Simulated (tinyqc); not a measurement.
Worked calculation: plane-wave Kohn-Sham cycle with exchange-only LDA in a layered model solid. Computed by tinyqc, a small Python program that keeps every step. Settings: points = 16, plane-wave index or count = 2, electrons = 2, k points = 1, area = 16.0, mixing = 1.0, iteration cap = 56. Command: `OMP_NUM_THREADS=1 python tinyqc.py 29339 29340 out.jsonl` (the two numbers bound the seeds that draw the settings). One thread of a shared host (Intel(R) Xeon(R) Processor @ 2.60GHz), about 0.01 s of CPU time with the checks.

A solid whose potential varies along x alone (atomic units):
```
parameter                      value
period a                   14.300000
cross-section of the cell  16.000000
electrons per cell                 2
grid points                       16
plane waves -n..n, n               2
k points                           1
V1 in V1 cos(2 pi x/a)     -0.490000
```

Stop when sqrt(dV sum R^2) is below 1e-8, dV = a A/N.

Course of the cycle:
```
iteration  E (hartree)  norm of the residual
1           -0.9835601              1.79e-01
2           -1.2741995              2.95e-01
3           -2.5946079              3.03e-01
4           -1.3745358              3.06e-01
5           -2.6436944              3.06e-01
6           -1.3754900              3.06e-01
7           -2.6436303              3.06e-01
8           -1.3754813              3.06e-01
9           -2.6436292              3.06e-01
10          -1.3754814              3.06e-01
11          -2.6436292              3.06e-01
...                ...                   ...
46          -1.3754814              3.06e-01
47          -2.6436292              3.06e-01
48          -1.3754814              3.06e-01
49          -2.6436292              3.06e-01
50          -1.3754814              3.06e-01
51          -2.6436292              3.06e-01
52          -1.3754814              3.06e-01
53          -2.6436292              3.06e-01
54          -1.3754814              3.06e-01
55          -2.6436292              3.06e-01
56          -1.3754814              3.06e-01
```

Can the last value be used, and what does the course show?

Not by the stop rule. Not converged within 56 iterations: the residual has stopped falling: the iteration swings between two states. Reruns (cap 100 unless said): mixing 0.1: not converged; mixing 0.5, Kerker q0 1.0: converged in 71 (E = -0.52059); mixing 0.3, Pulay depth 5: converged in 25 (E = -0.52059); the original settings with a cap of 400: not converged.
